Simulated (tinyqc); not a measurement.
Resistive crossbar, vector-matrix product with wire resistance: effect of the wire resistance.

2 rows and 2 columns. Cell (i, j) joins row node wij to column node bij. Each row is driven at its left end through one wire segment rw; neighbouring nodes along a row or a column are joined by rw; each column ends below the last row in one more rw and a virtual ground, where its current is read. Ideal output: I_j = sum_i V_i G_ij.

The nodal equations (Kirchhoff current law at every node) are solved for each rw; errors are I_j/ideal - 1.

Parameters, values chosen for the exercise:
- V = [0.12, 0.31] V (input voltages of the rows)

cell conductances G (uS):
```
       column 1  column 2
row 1        78        98
row 2        75        56
```

Result of one run:
```
error, column 1 (%)  error, column 2 (%)
-0.6341                          -0.8242
```

Which wire resistance between neighbouring cells rw gave this result: 1, 2, 10, 20 or 500 ohm?

rw = 20 ohm.

The whole series:
```
rw (ohm)  error, column 1 (%)  error, column 2 (%)
1                    -0.03192             -0.04155
2                    -0.06382             -0.08307
5                     -0.1594              -0.2074
10                    -0.3182              -0.4139
20                    -0.6341              -0.8242
50                     -1.569               -2.034
100                    -3.084               -3.982
200                    -5.964               -7.643
500                    -13.58               -17.05
```

The error of the last column goes from -0.0416 % at rw = 1 ohm to -17.1 % at 500 ohm, as rw^(1.00) at the start and rw^(0.88) at the end. At 500 ohm the worst column is number 2.

Numbers from tinyqc (`OMP_NUM_THREADS=1 python tinyqc.py 2880030 2880031 out.jsonl`; about 0.02 s on one thread of a shared Intel Xeon 2.30GHz).
